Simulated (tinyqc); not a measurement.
# ESD clamp with bipolar snapback, compact model and design window: what changes with what

The drain junction multiplies the current that enters it: Igen = (M - 1)(Ic + I0), M = 1/(1 - (Vj/BV)^n). The generated holes leave through the substrate resistance and the base of the parasitic npn: Igen = Vb/Rb + Ic/be, Ic = Is exp(Vb/Vt). Terminal current I = Ic + I0 + Igen and voltage V = Vj + I Ro, per width. Isothermal, constant gain.

Values chosen for this exercise; values close to those of grounded-gate n-channel clamps: temperature T = 300 K; junction breakdown voltage BV = 11.9 V; exponent of the multiplication n = 4.5; current gain of the parasitic npn be = 11; saturation current Is = 1.2e-18 A/um; junction leakage I0 = 2.3e-11 A/um; substrate resistance Rb = 24000 ohm um; drain ballast and contact resistance Ro = 240 ohm um; failure current for 100 ns It2 = 10.5 mA/um.

Constants: q = 1.602176634e-19 C, kB = 1.380649e-23 J/K, Vt = kB T/q. Results are converted to the units shown.

Each table varies one quantity; the others keep the values above.

## Effect of the substrate resistance

For given Vb: Ic, Igen, M = 1 + Igen/(Ic + I0), Vj = BV (1 - 1/M)^(1/n), I and V. Vt1 is the maximum of V along the curve, Vh the following minimum, Vt2 the voltage at I = It2. It1 and Ih are the currents at Vt1 and Vh.

Results:

| Rb (ohm um) | Vt1 (V) | It1 (uA/um) | Vh (V) | Ih (uA/um) | Vt2 (V) | Vt2 - Vt1 (V) |
|---|---|---|---|---|---|---|
| 2400 | 11.97 | 282.9 | 8.996 | 3806 | 9.917 | -2.048 |
| 11000 | 11.91 | 54.16 | 7.922 | 2045 | 9.503 | -2.409 |
| 24000 | 11.91 | 23.06 | 7.588 | 1441 | 9.433 | -2.473 |
| 52000 | 11.90 | 9.836 | 7.357 | 1005 | 9.399 | -2.503 |
| 1.1e5 | 11.90 | 4.282 | 7.201 | 701.6 | 9.384 | -2.517 |
| 2.4e5 | 11.90 | 1.792 | 7.088 | 479.3 | 9.377 | -2.523 |

Estimate the missing row, Rb = 5200 ohm um.

Computed row:

| Rb (ohm um) | Vt1 (V) | It1 (uA/um) | Vh (V) | Ih (uA/um) | Vt2 (V) | Vt2 - Vt1 (V) |
|---|---|---|---|---|---|---|
| 5200 | 11.93 | 122.4 | 8.368 | 2810 | 9.641 | -2.287 |

With this row back in the table: As Rb goes from 2400 to 2.4e5 ohm um, Vt1 falls from 12.0 to 11.9 V, It1 falls from 283 to 1.79 uA/um, Vh falls from 9.00 to 7.09 V and Vt2 falls from 9.92 to 9.38 V. Vt2 exceeds Vt1, the condition for all fingers to turn on, in 0 of the 7 rows. It1 goes as Rb^(-1.10); the product It1 Rb, close to the base voltage at the trigger, goes from 0.679 to 0.430 V.

## Effect of the drain ballast and contact resistance

Same model as above.

Effect of the drain ballast and contact resistance:

| Ro (ohm um) | Vt1 (V) | It1 (uA/um) | Vh (V) | Ih (uA/um) | Vt2 (V) | Vt2 - Vt1 (V) |
|---|---|---|---|---|---|---|
| 30 | 11.90 | 20.71 | 7.124 | 4410 | 7.228 | -4.673 |
| 52 | 11.90 | 21.33 | 7.207 | 3299 | 7.459 | -4.443 |
| 92 | 11.90 | 21.97 | 7.319 | 2433 | 7.879 | -4.023 |
| 160 | 11.90 | 22.60 | 7.460 | 1802 | 8.593 | -3.311 |
| 280 | 11.91 | 23.23 | 7.644 | 1323 | 9.853 | -2.054 |
| 490 | 11.91 | 23.87 | 7.878 | 963.8 | 12.06 | 0.1464 |
| 860 | 11.92 | 24.51 | 8.178 | 694.7 | 15.94 | 4.022 |
| 1500 | 11.94 | 25.15 | 8.551 | 496.9 | 22.66 | 10.73 |

What does the comparison show?

As Ro goes from 30 to 1500 ohm um, Vt1 stays near 11.9 V, It1 rises from 20.7 to 25.2 uA/um, Vh rises from 7.12 to 8.55 V and Vt2 rises from 7.23 to 22.7 V. Vt2 exceeds Vt1, the condition for all fingers to turn on, in 3 of the 8 rows. Ballast buys uniform turn-on with a higher clamping voltage.

## Failure current against pulse length

Power to failure goes as 1/t for pulses shorter than ta = 13 ns (adiabatic) and as 1/sqrt(t) beyond: Pf = P100 sqrt(100 ns/t) for t > ta and Pf(ta) ta/t below, with P100 = Vt2 It2 at 100 ns. The failure current solves V I = Pf on the curve (I(Vb), V(Vb)).

Result of one run:

| t (ns) | Pf (mW/um) | failure current (mA/um) | V at failure (V) | energy (nJ/um) |
|---|---|---|---|---|
| 50 | 140.1 | 13.74 | 10.20 | 7.003 |

What becomes of these results when the pulse length t is changed from 50 to 1 ns, all else the same?

Result of the changed run:

| t (ns) | Pf (mW/um) | failure current (mA/um) | V at failure (V) | energy (nJ/um) |
|---|---|---|---|---|
| 1 | 3571 | 108.5 | 32.90 | 3.571 |

The whole series:

| t (ns) | Pf (mW/um) | failure current (mA/um) | V at failure (V) | energy (nJ/um) |
|---|---|---|---|---|
| 1 | 3571 | 108.5 | 32.90 | 3.571 |
| 2 | 1785 | 73.14 | 24.41 | 3.571 |
| 5 | 714.2 | 42.09 | 16.97 | 3.571 |
| 10 | 357.1 | 26.82 | 13.31 | 3.571 |
| 20 | 221.5 | 19.25 | 11.51 | 4.429 |
| 50 | 140.1 | 13.74 | 10.20 | 7.003 |
| 100 | 99.04 | 10.50 | 9.433 | 9.904 |
| 200 | 70.03 | 7.927 | 8.834 | 14.01 |
| 500 | 44.29 | 5.365 | 8.256 | 22.15 |

The failure current falls from 109 to 5.37 mA/um, as t^(-0.57) at the start and t^(-0.43) at the end, more slowly than the power since V rises with I. The voltage at failure falls from 32.9 to 8.26 V.

tinyqc, about 0.01 s, one thread, Intel Xeon 2.30GHz (shared host): `OMP_NUM_THREADS=1 python tinyqc.py 2670018 2670019 out.jsonl`
